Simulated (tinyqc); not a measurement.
Semiconductor laser, carrier and photon rate equations: effect of the photon lifetime on threshold and bandwidth.

Carrier density N and photon density S in one mode: dN/dt = F1 = eta I/(q V) - (A N + B N^2 + C N^3) - vg g S; dS/dt = F2 = G vg g S + G be B N^2 - S/tp, with g = g0 ln(N/Ntr)/(1 + ec S). Output power P = Fo Eph S V/(G tp). No heating, no carrier transport.

gth = 1/(G vg tp), Nth = Ntr exp(gth/g0), Ith = q V (A Nth + B Nth^2 + C Nth^3)/eta. N and S are the steady state (F1 = F2 = 0, S > 0). Jacobian, with a = g0/(N (1 + ec S)) and d = g/(1 + ec S): J11 = -(A + 2 B N + 3 C N^2) - vg a S, J12 = -vg d, J21 = G vg a S + 2 G be B N, J22 = G vg d - 1/tp. wR^2 = det J, gamma = -trace J, fR = wR/(2 pi); the response wR^2/(wR^2 - w^2 + i gamma w) falls to 1/sqrt(2) at w^2 = x + sqrt(x^2 + wR^4), x = wR^2 - gamma^2/2 (f3dB = w/(2 pi)).

Parameters, values chosen for the exercise:
- V = 2.7e-11 cm^3 (active volume)
- G = 0.038 (confinement factor)
- vg = 7.33e9 cm/s (group velocity)
- g0 = 1200 1/cm (gain coefficient)
- Ntr = 2.1e18 cm^-3 (transparency density)
- ec = 7.4e-18 cm^3 (gain compression)
- A = 1.1e8 1/s (defect recombination coefficient)
- B = 1.1e-10 cm^3/s (radiative coefficient)
- C = 4.1e-30 cm^6/s (Auger coefficient)
- be = 9.4e-5 (share of spontaneous emission into the mode)
- eta = 0.71 (injection efficiency)
- Fo = 0.43 (share of cavity losses that is output)
- Eph = 0.8 eV (photon energy)
- I = 100 mA (drive current)

Constants: q = 1.602176634e-19 C. Results are converted to the units shown.

Effect of the photon lifetime on threshold and bandwidth:
```
tp (ps)  Ith (mA)  P (mW)  fR (GHz)  gamma (1/ns)  f3dB (GHz)
2.4         50.39   11.94     3.055         5.537       4.676
3.4         23.81   18.49     4.523         7.743       6.935
4.8         14.41   20.83     5.428         10.60       8.289
6.8         10.18   21.88     6.065         14.84       9.169
9.6         8.024   22.42     6.503         20.92       9.632
```

As tp goes from 2.4 to 9.6 ps, Ith falls from 50.4 to 8.02 mA, fR rises from 3.05 to 6.50 GHz, gamma rises from 5.54 to 20.9 1/ns and f3dB rises from 4.68 to 9.63 GHz. At tp = 9.6 ps the current exceeds 12 Ith, where heating, left out here, usually rolls the output over.

tinyqc, about 0.01 s, one thread, Intel Xeon 2.30GHz (shared host): `OMP_NUM_THREADS=1 python tinyqc.py 2840108 2840109 out.jsonl`
